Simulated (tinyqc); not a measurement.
Cabrera-Mott growth of a thin oxide under its own electric field: one step, computed by the program tinyqc.

Electrons cross the film freely and set a fixed potential V across it; the field V/x lowers the barrier for ions entering the oxide.

Task: Limiting thickness. Growth counts as stopped when u exp(X1/x) falls to 1e-5 angstrom/s: x_L = X1/ln(1e-5/u), defined while u is below that rate; the critical temperature is T_c = W/(k_B ln(u0/1e-5)).

Inputs (values chosen for the exercise, for a model metal): barrier W = 1.16 eV; prefactor u0 = N Omega nu = 3.9e+12 angstrom/s; temperature T = 550 K.

Backward hops: kept.

u = 91.56179 angstrom/s

Constants: k_B = 8.617333262e-05 eV/K.

Give: limiting thickness x_L; critical temperature T_c.

Result:

Limiting thickness x_L: none: u exceeds the rate

critical temperature T_c = 332.3 K
